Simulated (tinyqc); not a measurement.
Inversion layer as a triangular well, valleys of the Ge type, step by step. Values are carried at full precision from step to step, so a last printed digit may differ when a step is redone from the rounded ones.

Four ellipsoidal valleys (eight halves) with their long axes along <111>, mass ml along the axis and mt across it. For a valley whose axis makes the angle theta with the surface normal, 1/m_z = cos^2(theta)/ml + sin^2(theta)/mt sets the confinement; in the plane the masses are m_1 = mt and m_2 = ml mt/m_z, and m_d = sqrt(m_1 m_2). The Gamma and Delta valleys are left out; the heavy Delta valleys, about 0.18 eV up, can lie lowest under strong confinement.

Constants: e^2/(4 pi eps0) = 14.39964547 eV angstrom; hbar^2/2m0 = 3.80998211 eV angstrom^2; kB = 8.617333262e-05 eV/K.

Inputs chosen for the exercise (near those of Ge; shifted at random, so the results belong to these values and not to a real crystal): ml = 1.587 m0 (longitudinal mass); mt = 0.081 m0 (transverse mass); face = 100 (surface); eps = 16.3 (dielectric constant); Ns = 2.3 x 1e12/cm^2 (electron sheet density); Nd = 0.38 x 1e12/cm^2 (depletion charge); eta = 0.5 (share of Ns in the effective field); T = 150 K (temperature); tox = 19 angstrom (SiO2-equivalent oxide thickness).

## Valley masses on the (100) face

Group the valleys by their angle to the normal, heaviest m_z first.

Valleys (masses in m0):
```
valleys g  cos^2(theta)     m_z     m_1     m_2     m_d
4                0.3333  0.1185  0.0810  1.0850  0.2965
```

All valleys are equivalent on this face.

## Effective field

The field is taken as constant, e F = 4 pi (e^2/4 pi eps0)(Nd + eta Ns)/eps, with 1e12/cm^2 = 1e-4/angstrom^2, and the oxide as a hard wall at z = 0; c = hbar^2/2m0.

Find e F, and F in MV/cm (1 MV/cm = 0.01 V/angstrom).

e F = 0.00169850 eV/angstrom
F = 0.1698 MV/cm

## Subband ladders

Level j of a valley lies at E_j = a_j (c (e F)^2/m_z)^(1/3) above the band edge at the surface, with the Airy zeros a_j = 2.338107, 4.087949, 5.520560, 6.786708, 7.944134, 9.022651, 10.040174, 11.008524, 11.936016, 12.828777, and has <z> = 2 E_j/(3 e F).

The ten lowest levels of all groups of valleys together, j = 0, 1, ..., c = hbar^2/2m0; primes mark the groups with lighter m_z.

Subbands:
```
label  valleys g  m_d (m0)  E (eV)  <z> (angstrom)
0              4    0.2965  0.1058           41.54
1              4    0.2965  0.1851           72.64
2              4    0.2965  0.2499           98.09
3              4    0.2965  0.3072          120.59
4              4    0.2965  0.3596          141.16
5              4    0.2965  0.4085          160.32
6              4    0.2965  0.4545          178.40
7              4    0.2965  0.4984          195.60
8              4    0.2965  0.5403          212.08
9              4    0.2965  0.5808          227.95
```

The second subband is 1, 79.2 meV above the first. Levels above about 0.5 eV lie beyond parabolic valleys.

## Fermi level and populations

Subband i holds n_i = g m_d/(2 pi c) kB T ln(1 + exp((EF - E_i)/kB T)) (spin included), and EF is fixed by sum n_i = Ns over the levels listed or, where none are listed, over j = 0 to 9 of each group; 1e12/cm^2 = 1e-4/angstrom^2.

Solve for EF; c = hbar^2/2m0. The mean distance is sum n_i <z>_i/Ns.

EF = 0.0950 eV

Populations:
```
label  (EF - E)/kB T  n (1e12/cm^2)  share (%)
0              -0.84          2.294       99.7
1              -6.97          0.006        0.3
2             -11.99          0.000        0.0
3             -16.42          0.000        0.0
4             -20.48          0.000        0.0
5             -24.25          0.000        0.0
6             -27.82          0.000        0.0
7             -31.21          0.000        0.0
8             -34.46          0.000        0.0
9             -37.58          0.000        0.0
```

mean distance from the surface = 41.63 angstrom

The lowest subband holds 99.7 % of the electrons and is partly degenerate (EF within a few kB T of its edge).

## Effect on the gate capacitance

The charge sits at the mean distance <z> from the surface, which adds (3.9/eps) <z> to the oxide thickness; C/Cox = tox/(tox + 3.9 <z>/eps). The density-of-states term is left out.

added thickness = 9.96 angstrom
C/Cox = 0.656

## Checks

- Lowest level by finite differences against the Airy formula, eV: both 0.1058.

Computed by tinyqc, a small Python program: `OMP_NUM_THREADS=1 python tinyqc.py 1281438 1281439 out.jsonl` (the numbers bound the seed that draws the inputs); one thread of a shared host (Intel(R) Xeon(R) Processor @ 2.30GHz), about 0.01 s for the whole set of steps.
